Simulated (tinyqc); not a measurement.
Non-radiative capture by multiphonon emission, one effective mode. From capture time back to electron-phonon coupling W. Computed by tinyqc, a small Python program. Command: `OMP_NUM_THREADS=1 python tinyqc.py 3009378 3009379 out.jsonl capture inv`. One thread of a shared host (Intel(R) Xeon(R) Processor @ 2.30GHz), about 0.06 s of CPU time with the checks.

The initial state (free carrier plus empty centre) lies dE above the final state; both have the same frequency and are displaced by dQ.

Inputs (values chosen for the exercise, with mass, screening and phonons like those of ZnSe):

| quantity | value | unit |
|---|---|---|
| energy released dE | 0.476 | eV |
| phonon energy hbar omega | 21.5 | meV |
| Huang-Rhys factor S | 11.5 | - |
| cell volume V | 860 | angstrom^3 |
| degeneracy g | 2 | - |
| broadening b | 15 | meV |
| carrier mass m | 0.748 | m_0 |
| dielectric constant eps | 8.88 | - |
| temperature T | 200 | K |
| defect density N_t | 1e+13 | cm^-3 |

Centre: attractive.

Constants: hbar^2/u = 4.18015928e-03 eV angstrom^2; k_B = 8.617333262e-05 eV/K; hbar = 6.582119569e-16 eV s; Ry = 13.605693123 eV; k_B = 1.380649e-23 J/K; m_0 = 9.1093837015e-31 kg.

Method:
- dQ = sqrt(2 S (hbar^2/u)/hbar omega); relaxation energy lambda = S hbar omega; phonons needed P = dE/hbar omega; classical barrier E_b = (dE - lambda)^2/(4 lambda); occupation n = 1/(exp(hbar omega/k_B T) - 1).
- Huang-Rhys weight for a net emission of p phonons: L_p = exp(-S (2n + 1)) ((n + 1)/n)^(p/2) I_p(2 S sqrt(n (n + 1))), I_p the modified Bessel function.
- M_p = sum_m w_m <m_i|Q|(m + p)_f>^2 with Q counted from the final minimum and Boltzmann weights w_m for m = 0..24; <m_i|Q|k_f> = sqrt((hbar^2/u)/(2 hbar omega)) [sqrt(k) <m|k-1> + sqrt(k+1) <m|k+1>], with overlaps of oscillators displaced by d = sqrt(2 S) summed on 1500 points from -16 to 16 + d.
- The delta function is a Gaussian of standard deviation b at dE - p hbar omega.
- C_0 = V (2 pi/hbar) g W^2 sum_p M_p Gaussian_p. The sum runs over the seven p from round(P) - 3 to round(P) + 3; 1 angstrom^3 = 1e-24 cm^3.
- Sommerfeld factor of an attractive centre: s(k) = 2 pi nu/(1 - exp(-2 pi nu)), nu = sqrt(Ry*/E), Ry* = Ry m/eps^2, averaged over (2/sqrt(pi)) sqrt(x) exp(-x) dx with x = E/k_B T = t^2 (trapezoid, t to 6 in steps of 0.01).
- C = s C_0; v = sqrt(3 k_B T/m); sigma = C/v; tau = 1/(C N_t).

Task: A run gave the result below. Find the electron-phonon coupling W, known to lie between 0.0086 and 0.014 eV/(u^(1/2) angstrom).

capture time = 9.080705e-07 s

Result:

Each step takes the trial c = (a f_b - b f_a)/(f_b - f_a), f being the result less the target and a, b, c the logarithms of the listed values; c replaces end b, the old b replaces a if the sign of f changed, and otherwise f_a is halved.

Scan of the range:

| electron-phonon coupling W (eV/(u^(1/2) angstrom)) | capture time (s) |
|---|---|
| 0.00860 | 1.46141e-06 |
| 0.00933 | 1.24167e-06 |
| 0.01010 | 1.05956e-06 |
| 0.01100 | 8.93272e-07 |
| 0.01190 | 7.63265e-07 |
| 0.01290 | 6.49516e-07 |
| 0.01400 | 5.51459e-07 |

False position (Illinois rule, in the logarithm of the input) inside the bracket:

| step | end a | end b | trial | capture time (s) |
|---|---|---|---|---|
| 1 | 0.0101000 | 0.0110000 | 0.0109168 | 9.06947e-07 |
| 2 | 0.0101000 | 0.0109168 | 0.0109044 | 9.09011e-07 |
| 3 | 0.0109168 | 0.0109044 | 0.0109100 | 9.08070e-07 |
| 4 | 0.0109044 | 0.0109100 | 0.0109100 | 9.08070e-07 |

Capture time falls at every point of a 13-point scan of the range (every second point is shown), so one value fits; it is bracketed by 0.0101 and 0.0110. The scan shows a pure power law with exponent -2.000, so scaling from any one row also gives the answer directly. Answer: electron-phonon coupling W = 0.01091 eV/(u^(1/2) angstrom).

Caution: the effective Bohr radius is under 10 angstrom, so the effective-mass Sommerfeld factor is rough.
